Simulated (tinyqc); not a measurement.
Velocity overshoot from momentum and energy balance equations after a field step: one step, computed by the program tinyqc.

At t = 0 the field jumps from 0 to F in a uniform sample. v is the drift velocity and u = w - (3/2) k_B T the excess energy per carrier.

Question. Constants and steady state. dv/dt = e F/m - v/tau_m(u), du/dt = e F v - u/tau_E, tau_m(u) = tau_0/(1 + c u), tau_0 = m mu_0/e, c = mu_0/(e tau_E v_s^2); this choice gives the steady state v (1 + mu_0 F v/v_s^2) = mu_0 F, which saturates at v_s. Steady velocity v = 2 mu_0 F/(1 + sqrt(1 + 4 (mu_0 F/v_s)^2)); u = e F v tau_E; carrier temperature T + 2u/(3 k_B), neglecting the drift energy m v^2/2.

Inputs (values chosen for the exercise, modelled on holes in silicon except for tau_E):
```
quantity                      value        unit
effective mass m               0.38         m_0
low-field mobility mu_0         500  cm^2/(V s)
saturation velocity v_s        0.87    1e7 cm/s
energy relaxation time tau_E   0.54          ps
field after the step F           98       kV/cm
lattice temperature T           300           K
```

Scheme: implicit in the damping.

Constants: m_0 = 9.1093837015e-31 kg; e = 1.602176634e-19 C; k_B = 8.617333262e-05 eV/K.

Give: tau_0; c; acceleration e F/m; steady velocity; steady excess energy; steady carrier temperature.

Answer.

tau_0 = 108.03 fs

c = 12.233 1/eV

acceleration e F/m = 0.045359 1e7 cm/s per fs

steady velocity = 0.79619 1e7 cm/s

steady excess energy = 0.42134 eV

steady carrier temperature = 3559.6 K

tau_E/tau_0 = 5.00, and in the steady state tau_m has shrunk to 17.6 fs.
